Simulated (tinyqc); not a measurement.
What moves the results: Shockley-Read-Hall recombination through one deep level. A value that a table varies takes the place of the one given here.

One level at Et with degeneracy 1: tn = 1/(sn vth Nt), tp = 1/(sp_ vth Nt), n1 = Nc exp((Et - Eg)/kT), p1 = Nv exp(-Et/kT), ni^2 = n1 p1. Equilibrium p0 = Nm, n0 = ni^2/Nm; n = n0 + dn, p = p0 + dn. U = (n p - ni^2)/(tp (n + n1) + tn (p + p1)), lifetime dn/U; emission rates en = sn vth n1, ep = sp_ vth p1.

Constants: kB = 8.617333262e-05 eV/K.

Inputs chosen for the exercise (gap and densities of states near those of Si at this temperature; shifted at random, so the results belong to these values and not to a real crystal): E1 = 0.722 eV (level (+1/0) above Ev); E2 = 0.479 eV (level (0/-1) above Ev); gm = 2 (degeneracy of the middle state, the others 1); T = 250 K; Eg = 1.135 eV (gap); Nc = 2.1e+19 1/cm^3 (conduction-band density of states); Nv = 8.71e+18 1/cm^3 (valence-band density of states); Nd = -1.6e+14 1/cm^3 (ionised shallow donors minus acceptors); Et = 0.722 eV (recombination level above Ev); Nt = 5e+14 1/cm^3 (defects); sn = 9.8e-15 cm^2 (electron capture cross-section); sp_ = 2.4e-16 cm^2 (hole capture cross-section); vth = 19000000 cm/s (thermal velocity, both carriers); Nm = 5e+15 1/cm^3 (equilibrium holes for the lifetime steps); dn = 5.3e+13 1/cm^3 (excess pairs).

## Charge state against the Fermi level (deep level with several charge states)

Energies from Ev. The defect has charge states +1, 0, -1 with weights 1, gm exp((EF - E1)/kT), exp((2 EF - E1 - E2)/kT); the shares are the weights over their sum. Boltzmann carriers: n = Nc exp((EF - Eg)/kT), p = Nv exp(-EF/kT). Neutrality: p - n + Nd + Nt <q> = 0.

Shares:

| EF (eV) | +1 | 0 | -1 | <q> |
|---|---|---|---|---|
| 0.068 | 1.000 | 0.000 | 0.000 | 1.000 |
| 0.159 | 1.000 | 0.000 | 0.000 | 1.000 |
| 0.250 | 1.000 | 0.000 | 0.000 | 1.000 |
| 0.340 | 1.000 | 0.000 | 0.000 | 1.000 |
| 0.431 | 1.000 | 0.000 | 0.000 | 1.000 |
| 0.522 | 0.999 | 0.000 | 0.001 | 0.998 |
| 0.613 | 0.238 | 0.003 | 0.759 | -0.521 |
| 0.704 | 0.000 | 0.000 | 1.000 | -1.000 |
| 0.794 | 0.000 | 0.000 | 1.000 | -1.000 |
| 0.885 | 0.000 | 0.000 | 1.000 | -1.000 |
| 0.976 | 0.000 | 0.000 | 1.000 | -1.000 |
| 1.067 | 0.000 | 0.000 | 1.000 | -1.000 |

What can be read from the table?

E2 lies below E1 (negative U = -0.243 eV), so the charge goes from +1 to -1 near (E1 + E2)/2 = 0.601 eV, two electrons at once; the middle state never exceeds a share of 0.00354.

## Defects against doping (deep level with several charge states)

Nt takes the listed multiples of |Nd|; the resistivity uses mobilities of 1000 (electrons) and 300 (holes) cm^2/(V s), chosen for the exercise, and e = 1.602176634e-19 C.

Neutral state:

| Nt/\|Nd\| | EF (eV) | n (1/cm^3) | p (1/cm^3) | rho (ohm cm) |
|---|---|---|---|---|
| 0.01 | 0.2351 | 15.2 | 1.58e+14 | 131 |
| 0.10 | 0.2372 | 16.7 | 1.44e+14 | 144 |
| 0.30 | 0.2426 | 21.5 | 1.12e+14 | 186 |
| 0.60 | 0.2547 | 37.6 | 6.40e+13 | 325 |
| 0.90 | 0.2845 | 150 | 1.60e+13 | 1.30e+03 |
| 1.10 | 0.5675 | 7.63e+07 | 3.15e+07 | 7.27e+07 |
| 1.50 | 0.5831 | 1.57e+08 | 1.53e+07 | 3.86e+07 |
| 3.00 | 0.5930 | 2.49e+08 | 9.67e+06 | 2.48e+07 |
| 10.00 | 0.5983 | 3.19e+08 | 7.55e+06 | 1.94e+07 |

What does this show, and why?

EF goes from 0.235 to 0.598 eV and the resistivity from 131 to 1.94e+07 ohm cm, with a largest value of 7.27e+07. The largest move of EF, +0.283 eV, comes between Nt/|Nd| = 0.9 and 1.1; the levels lie at 0.722 and 0.479 eV. A defect can take up to one carrier of either sign, so the doping can be cancelled no earlier than Nt = |Nd|, there only if EF lies well beyond the level that takes the carriers and otherwise at larger Nt (mean charge +0.10 in the last row). The type changes along the table.

## Lifetime against injection

Recombination:

| dn (1/cm^3) | lifetime (microsecond) | U (1/(cm^3 s)) |
|---|---|---|
| 1.0e+11 | 0.01076 | 9.29e+18 |
| 1.0e+12 | 0.01084 | 9.23e+19 |
| 1.0e+13 | 0.01163 | 8.60e+20 |
| 1.0e+14 | 0.01935 | 5.17e+21 |
| 1.0e+15 | 0.08385 | 1.19e+22 |
| 1.0e+16 | 0.3031 | 3.30e+22 |
| 1.0e+17 | 0.4285 | 2.33e+23 |
| 1.0e+18 | 0.4472 | 2.24e+24 |

What can be read from the table?

The lifetime rises from 0.01076 to 0.4472 microsecond; tn + tp = 0.4493. At low injection it is tn (1 + p1/p0) + tp n1/p0 with n1/Nm = 2e-05 and p1/Nm = 4.9e-12: re-emission is negligible, so minority capture alone counts. Auger and radiative paths are left out; they cut in at the highest injections, and in a doped direct-gap crystal the radiative one counts at all injections. dn = dp neglects trapped charge, which matters where the traps hold a charge comparable with dn, at low injection and with very unequal cross sections.

## Where a level does most harm

Et takes the values listed; G = Nt en ep/(en + ep) in a depleted region; the lifetime is for dn = 1e11 1/cm^3.

Results:

| Et (eV) | lifetime (microsecond) | G (1/(cm^3 s)) |
|---|---|---|
| 0.068 | 0.807 | 6.04e+05 |
| 0.159 | 0.0224 | 4.13e+07 |
| 0.250 | 0.0109 | 2.82e+09 |
| 0.340 | 0.0108 | 1.84e+11 |
| 0.431 | 0.0107 | 1.26e+13 |
| 0.522 | 0.0107 | 3.52e+14 |
| 0.613 | 0.0107 | 8.72e+12 |
| 0.704 | 0.0108 | 1.28e+11 |
| 0.794 | 0.0110 | 1.96e+09 |
| 0.885 | 0.0276 | 2.87e+07 |
| 0.976 | 1.16 | 4.19e+05 |
| 1.067 | 78.4 | 6.14e+03 |

What does this show?

Generation peaks where en = ep, at Eg/2 + (kT/2) ln(sp_ Nv/(sn Nc)) = 0.518 eV; the largest value listed is at 0.522 eV, and G falls by a decade for each 0.050 eV away from the peak. The lifetime is within a factor 2 of its minimum, 0.0107 microsecond, from 0.250 to 0.794 eV: recombination tolerates a wide range of Et, generation a narrow one.

## What moves lifetime and leakage

G = Nt en ep/(en + ep). Each row changes one parameter from the base and keeps the others.

Results:

| case | lifetime (microsecond) | G (1/(cm^3 s)) |
|---|---|---|
| base | 0.01535 | 5.53e+10 |
| Et = 0.762 eV | 0.01540 | 8.64e+09 |
| sn = 1.96e-14 cm^2 | 0.009980 | 5.53e+10 |
| sp_ = 4.8e-16 cm^2 | 0.01305 | 1.11e+11 |
| Nt = 2.5e+14 1/cm^3 | 0.03070 | 2.77e+10 |
| Nm = 1.5e+16 1/cm^3 | 0.01229 | 5.53e+10 |
| dn = 1.59e+14 1/cm^3 | 0.02427 | 5.53e+10 |

What does this show?

The largest shifts from the base row, up to three for each result and ties (the steps differ in size, so this ranks the rows, not the parameters). lifetime (microsecond): Nt +0.0154, dn +0.00892, sn -0.00537. G (1/(cm^3 s)): sp_ +5.53e+10, Et -4.67e+10, Nt -2.77e+10; unchanged at the printed digits by sn, Nm and dn.

Computed by tinyqc, a small Python program: `OMP_NUM_THREADS=1 python tinyqc.py 1651301 1651302 out.jsonl` (the numbers bound the seed that draws the inputs); one thread of a shared host (Intel(R) Xeon(R) Processor @ 2.30GHz), about 0.01 s for the whole set of steps.
